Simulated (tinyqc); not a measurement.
Straight dislocations in isotropic elasticity: fields, energies, partials, Peierls stress and walls: one step, computed by the program tinyqc. Command: `OMP_NUM_THREADS=1 python tinyqc.py 3004373 3004374 out.jsonl disloc walk`. One thread of a shared host (Intel(R) Xeon(R) Processor @ 2.30GHz), about 0.01 s of CPU time with the checks.

The line runs along z, the glide plane is y = 0, and beta is the angle between b and the line (0 screw, 90 degrees edge): b_e = b sin(beta) along +x with the extra half plane at y > 0, b_s = b cos(beta). Stress is positive in tension.

Question. Strength from dislocations. Frank-Read source, averaged over the loop: tau = G b/(2 pi l) [(1 - nu/2)/(1 - nu)] ln(l/r0). Taylor hardening: tau = 0.3 G b sqrt(rho).

Inputs (values chosen for the exercise, for a model fcc or diamond crystal): shear modulus G = 21.2 GPa; Poisson ratio nu = 0.347; Burgers vector b = 2.709 angstrom; dislocation density rho = 1.5e+12 1/m^2; core radius r0/b = 2; source length l = 720 nm.

Give: Frank-Read stress; Taylor stress.

Answer.

Frank-Read stress = 11.556 MPa

Taylor stress = 2.1101 MPa
